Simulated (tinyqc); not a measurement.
Off-state leakage of single and stacked transistors: two steps of the calculation.

n-channel devices of unit width. Subthreshold current I(Vg, Vs, Vd) = I0 (T/300 K)^0.5 exp[(Vg - Vs - VT(T) - gb (Vs - Vb) + dd (Vd - Vs))/(nf Vt)] (1 - exp(-(Vd - Vs)/Vt)), VT(T) = VT - cT (T - 300 K). Gate-edge tunnelling Ig (Vd/1 V) exp(ag (Vd - 1 V)), for a gate at 0 V, and band-to-band leakage Ab u exp(-Bb/u), u = Vd - Vb + 1 V, flow at a drain held at V; both are taken as independent of T. In a stack of off transistors (all gates at 0 V) the same subthreshold current passes through each.

Values chosen for this exercise; values of the order met in bulk silicon logic transistors: temperature T = 378 K; supply voltage V = 1.1 V; threshold at 300 K, zero drain and body bias VT = 0.44 V; fall of the threshold with temperature cT = 0.5 mV/K; current at threshold at 300 K I0 = 0.13 uA/um; slope factor nf = 1.32; drain-induced lowering per volt dd = 0.11; rise of the threshold per volt of source-body bias gb = 0.24; gate-edge tunnelling current at 1 V Ig = 2e-6 uA/um; exponential slope of the gate current ag = 4.5 1/V; prefactor of band-to-band leakage at the drain Ab = 50 uA/(um V); its exponential voltage Bb = 25 V; body voltage Vb = -0.6 V.

Constants: q = 1.602176634e-19 C, kB = 1.380649e-23 J/K, Vt = kB T/q. Results are converted to the units shown.

Task 1. Leakage of one transistor. Vg = Vs = 0, Vd = V; effective threshold VT(T) - gb Vb - dd V.

Find: effective threshold; parts; total; shares.

Result 1.

effective threshold = 0.4240 V
parts (nA/um): subthreshold 0.007612, gate edge 0.003450, band-to-band 12.86
total = 12.87 nA/um
shares (%): subthreshold 0.05916, gate edge 0.02682, band-to-band 99.91

The band-to-band part is the largest.

Task 2. New Vx. Stack of two, Vx the node between them: I_low = I(0, 0, Vx), I_up = I(0, Vx, V), f = ln(I_up/I_low), f' = -(1 + gb + 2 dd)/(nf Vt) - 1/(Vt (exp(Vx/Vt) - 1)) - 1/(Vt (exp((V - Vx)/Vt) - 1)), Vx(new) = Vx - f/f'.

Vx at the start = 0.083 V

Wanted: I_low; I_up; f; f'; Vx after iteration 1.

Result 2.

I_low = 5.202e-4 nA/um
I_up = 5.620e-4 nA/um
f = 0.07727
f' = -36.56 1/V
Vx after iteration 1 = 0.08511 V

Program tinyqc, `OMP_NUM_THREADS=1 python tinyqc.py 2242111 2242112 out.jsonl`; Intel Xeon 2.30GHz, shared host, one thread, about 0.04 s.
